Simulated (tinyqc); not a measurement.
From wire to sheet: nanosheet or nanowire with hard walls, valleys of the Ge type.

Four ellipsoidal valleys along <111>: inverse mass tensor w = 1/mt + (1/ml - 1/mt) a a^T with a the unit axis. Device axes: x along the channel, z = [001], y = z x x. The Gamma and Delta valleys are left out; the heavy Delta valleys, about 0.18 eV up, lie lowest once the L levels pass about 0.2 eV.

Hard walls around a W x H rectangle. The block w_c of w in (y, z) confines; the transport mass follows from 1/m_x = w_xx - w_xc w_c^-1 w_cx. The cross-section problem c (w_yy ky^2 + 2 w_yz ky kz + w_zz kz^2), c = hbar^2/2m0, is solved in products sin(n pi y/W) sin(l pi z/H), n, l = 1 to 12; if w_yz = 0 the levels are c pi^2 (w_yy n^2/W^2 + w_zz l^2/H^2). The w_yz term couples (n, l) to (n', l') by -2 c w_yz D_nn'(W) D_ll'(H) with D_nm(L) = 4 n m/(L (n^2 - m^2)) for n + m odd and 0 otherwise.

Without degeneracy the line density is N1 exp((EF - Ec)/kB T) with N1 = sum 2 g sqrt(m_x kB T/(4 pi c)) exp(-E/kB T), here over n, l up to 80 where w_yz = 0 and over all levels of a 12 x 12 sine basis otherwise; the classical value is W H Nc with Nc = 2 g_all (m_dos kB T/(4 pi c))^(3/2), m_dos = (ml mt^2)^(1/3); dVt = kB T ln(W H Nc/N1).

Constants: hbar^2/2m0 = 3.80998211 eV angstrom^2; kB = 8.617333262e-05 eV/K.

Inputs chosen for the exercise (near those of Ge; not measured data):
- ml = 1.606 m0 (longitudinal mass)
- mt = 0.082 m0 (transverse mass)
- T = 350 K (temperature)
- g_all = 4 (number of valleys)
- channel = 110 (transport direction x on a (001) wafer)
- H = 54 angstrom (height, along z = [001])
- Ws = (25, 35, 45, 60, 80, 100, 130) angstrom (widths)

Valleys:

| group | valleys g | w_yy | w_zz | \|w_yz\| | m_x (m0) |
|---|---|---|---|---|---|
| A | 2 | 4.48015 | 8.33764 | 5.45531 | 0.08200 |
| B | 2 | 12.19512 | 8.33764 | 0.00000 | 1.09800 |

Lowest level of each group (groups ordered by w_zz, then w_yy) and dVt against the width.

Results:

| W (angstrom) | A1 (eV) | B1 (eV) | dVt (mV) |
|---|---|---|---|
| 25 | 0.3099 | 0.8412 | 294.7 |
| 35 | 0.1897 | 0.4819 | 184.6 |
| 45 | 0.1477 | 0.3340 | 149.0 |
| 60 | 0.1256 | 0.2349 | 129.2 |
| 80 | 0.1161 | 0.1792 | 115.2 |
| 100 | 0.1125 | 0.1534 | 106.9 |
| 130 | 0.1102 | 0.1347 | 100.3 |

dVt falls from 295 to 100 mV. Group A is lowest at every width, by 531 meV in the narrowest and 24 meV in the widest. At the widest W the lowest level is 0.1102 eV; the film limit c pi^2 w_zz/H^2 of that group is 0.1075 eV.

(tinyqc, `OMP_NUM_THREADS=1 python tinyqc.py 1282676 1282677 out.jsonl`, Intel(R) Xeon(R) Processor @ 2.30GHz, 1 thread, shared host, about 0.3 s.)
